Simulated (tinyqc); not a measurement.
Via and link resistance from two via chains.

Inverse problem. A chain of 5000 vias joined by 5000 metal links has R = 5000 (Rv + Rlink), with Rlink proportional to the link length. Find Rv, Rlink for length L, and the value of Rv that the short chain would give if the links were ignored.

resistance of chains of 5000 links with link lengths L and 3 L (ohm): 70000  1.23e5

Answer. R per link is a straight line in the link length; its intercept at zero length is Rv.

Rv = 8.70 ohm
Rlink = 5.30 ohm
Rv without correction = 14.0 ohm

Computed by the program tinyqc: `OMP_NUM_THREADS=1 python tinyqc.py 2750120 2750121 out.jsonl`, one thread of a shared Intel Xeon 2.30GHz, about 0.01 s for the whole run.
